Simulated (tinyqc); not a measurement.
## Delay unit and parasitic delay from two ring oscillators

Inverse problem. A ring of 21 inverters oscillates at 1/(2 x 21 d), with stage delay d = tau (h + p) for fan-out h. Find tau, p and the delay at fan-out 4.

frequencies of 21-stage ring oscillators with fan-out 2 and 5 (GHz): 2.7751968  1.5175548

Solution. d is a straight line in h with slope tau and intercept tau p.

tau = 2.370 ps
p = 1.620
delay at fan-out 4 = 13.32 ps

Computed by the program tinyqc: `OMP_NUM_THREADS=1 python tinyqc.py 2082161 2082162 out.jsonl`, one thread of a shared Intel Xeon 2.30GHz, about 0.01 s for the whole run.
